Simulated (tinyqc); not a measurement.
FinFET, parasitic resistance, capacitance and delay: what each parasitic element costs.

Nf fins under one contact; each has gated perimeter p = 2 Hf + Wf and cross-section A = Hf Wf; contact width Wc = Nf pf, stack height Hs = Hf. Contact length Lc = CPP - Lg - 2 Lsp, shared by two neighbouring gates. Source and drain sides are equal. The formulas are first-order estimates, not field solutions.

Epitaxy sheet resistance Rsh = re/te, transfer length LT = sqrt(rc/Rsh), contact Rc = [sqrt(rc Rsh)/Wc] coth(Lc/(2 LT)); extension of one fin Rx = rx Lsp/A. With N fins: gate Cg = Cinv p N Lg; per side, plate Cp = ks eps0 [Wc (Hs + Hc) - N A]/Lsp, top fringe Cf = (2/pi) ks eps0 Wc ln(1 + Lg/(2 Lsp)), overlap Co = Cinv p N Lov. One fin: I = p Q vx u/(1 + |u|^1.8)^(1/1.8), Q = Cinv n Vt ln(1 + exp((Vg' - VT + dl Vd')/(n Vt))), u = Vd' mu/(vx Lg), Vg' = Vgs - v, Vd' = Vds - 2 v, with the drop on each side v = Rc (sum of I) + Rx I. Ieff = [I(Vgs = Vdd, Vds = Vdd/2) + I(Vdd/2, Vdd)]/2, total currents. With Cs = Cp + Cf + Co, the load of an inverter of two such devices driving an equal one is CL = 2 (Cg + 2 Cs) + 4 Cs + Cw (own drains counted twice for the Miller effect); delay CL Vdd/(2 Ieff). Each row removes one element and keeps the rest.

Parameters, values chosen for the exercise; values close to those of silicon logic devices:

| symbol | value | unit | meaning |
|---|---|---|---|
| T | 300 | K | temperature |
| Nf | 2 |  | number of fins |
| Hf | 55 | nm | fin height |
| Wf | 7 | nm | fin width |
| pf | 34 | nm | fin pitch |
| CPP | 60 | nm | contacted gate pitch |
| Lg | 20 | nm | gate length |
| Lsp | 6 | nm | spacer length |
| ks | 3.3 |  | relative permittivity of the spacer |
| Hc | 25 | nm | gate height above the channel stack |
| rc | 1.3e-9 | ohm cm^2 | contact resistivity |
| re | 0.00059 | ohm cm | resistivity of the source-drain epitaxy |
| te | 25 | nm | current-carrying depth of the epitaxy |
| rx | 0.0017 | ohm cm | resistivity of the extension |
| Lov | 2 | nm | gate overlap |
| Cinv | 3.4 | uF/cm^2 | inversion capacitance |
| vx | 8.1e6 | cm/s | injection velocity |
| mu | 150 | cm^2/(V s) | apparent mobility |
| VT | 0.29 | V | threshold at zero drain voltage |
| dl | 0.069 | V/V | barrier lowering |
| n | 1.3 |  | subthreshold factor |
| Cw | 0.15 | fF | wire load |
| Vdd | 0.6 | V | supply voltage |

Constants: q = 1.602176634e-19 C, kB = 1.380649e-23 J/K, eps0 = 8.8541878128e-12 F/m, Vt = kB T/q. Results are converted to the units shown.

One element removed at a time:
```
                         Ieff (uA)  CL (aF)  delay (ps)
as given                     93.70    787.4       2.521
no contact resistance        104.9    787.4       2.253
no extension resistance      103.3    787.4       2.287
air spacer (ks = 1)          93.70    653.7       2.093
no overlap                   93.70    660.1       2.114
no wire                      93.70    637.4       2.041
```

Gains in delay, largest first: no wire 19 %, air spacer (ks = 1) 17 %, no overlap 16 %, no contact resistance 11 %, no extension resistance 9.3 %.

Program tinyqc, `OMP_NUM_THREADS=1 python tinyqc.py 2170039 2170040 out.jsonl`; Intel Xeon 2.30GHz, shared host, one thread, about 0.03 s.
